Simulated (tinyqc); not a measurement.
Double-gate transistor, scale length and short-channel effects: one step of the calculation.

A body of thickness ts between two insulators of thickness ti and two tied gates. Below threshold the potential that source and drain add obeys Laplace's equation and vanishes on the gate. Its lowest mode decays along the channel as exp(-k y); k is the smallest positive root of the matching condition at the interface, and the scale length is Lambda = pi/k.

Question. Scan of the matching condition. f(k) = ei cos(k ti) cos(k ts/2) - eps_r sin(k ti) sin(k ts/2).

Values chosen for this exercise; permittivities: semiconductor close to that of silicon, insulator close to that of hafnium oxide:
- eps_r = 11.5 (relative permittivity of the semiconductor)
- ei = 22.3 (relative permittivity of the insulator)
- ti = 3.6 nm (insulator thickness)
- ts = 9.1 nm (body thickness)

k, point 0 to 7 (1/nm): 0.04125  0.0825  0.12375  0.165  0.20625  0.2475  0.28875  0.33

Give: f(k).

Answer.

f(k), point 0 to 7: 21.350  18.605  14.372  9.122  3.439  -2.044  -6.718  -10.065

The first change of sign lies between k = 0.20625 and 0.2475 1/nm.

tinyqc, about 0.01 s, one thread, Intel Xeon 2.30GHz (shared host): `OMP_NUM_THREADS=1 python tinyqc.py 2420170 2420171 out.jsonl`
